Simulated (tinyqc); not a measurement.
Three surfaces against bond counting: Gupta-type many-body potential for a metal. Computed by tinyqc, a small Python program. Command: `OMP_NUM_THREADS=1 python tinyqc.py 3021302 3021303 out.jsonl gupta walk`. One thread of a shared host (Intel(R) Xeon(R) Processor @ 2.30GHz), about 0.01 s of CPU time with the checks.

E_i = sum_j A exp(-p (r_ij/r0 - 1)) - xi rho_i^gamma, with rho_i = sum_j exp(-2 q (r_ij/r0 - 1)); gamma = 1/2 is the tight-binding second-moment form. The crystal is fcc unless stated; d is the neighbour distance and a fixed number of shells is kept.

Inputs (values chosen for the exercise, for a model metal):

| quantity | value | unit |
|---|---|---|
| repulsion A | 0.197 | eV |
| hopping xi | 1.17 | eV |
| decay p | 10.4 | - |
| decay q | 4.06 | - |
| reference distance r0 | 2.884 | angstrom |
| shells kept | 1 | - |
| embedding exponent gamma | 0.6 | - |

Constants: 1 eV/angstrom^3 = 160.2176634 GPa; 1 eV/angstrom^2 = 16.02176634 J/m^2.

Method:
- fcc shells: d sqrt(k), k = 1..5, with 12, 6, 24, 12, 24 atoms; Omega = d^3/sqrt2.
- Equilibrium: dE/dd = 0; B = d^2 E''(d)/(9 Omega).
- Cut the crystal without relaxation; an atom in layer l keeps the neighbours that lie below the surface plane. Excess = E_i + E_c. Surface energy = sum of excesses over the layers, divided by the area per surface atom: (sqrt3/2) d^2 for (111), d^2 for (100), sqrt2 d^2 for (110).
- Bond counting with pair bonds charges E_c/12 for each missing nearest neighbour: 3, 4 and 6 per surface cell.

neighbour distance d = 2.86872 angstrom

cohesive energy E_c = 2.83427 eV

Surfaces:

| face | missing bonds | excess (eV) | bond counting (eV) | ratio | surface energy (J/m^2) |
|---|---|---|---|---|---|
| (111) | 3 | 0.22085 | 0.7086 | 0.31169 | 0.49648 |
| (100) | 4 | 0.31883 | 0.9448 | 0.33747 | 0.62072 |
| (110) | 6 | 0.49563 | 1.4171 | 0.34974 | 0.68231 |

What follows from these numbers?

The order of surface energies is (111) < (100) < (110), with (110)/(111) = 1.374 against 1.225 from counting first-neighbour bonds. The excess is 0.31 to 0.35 of the bond-counting value: atoms with fewer neighbours have stronger bonds. Caution: relaxation, left out here, lowers surface energies.
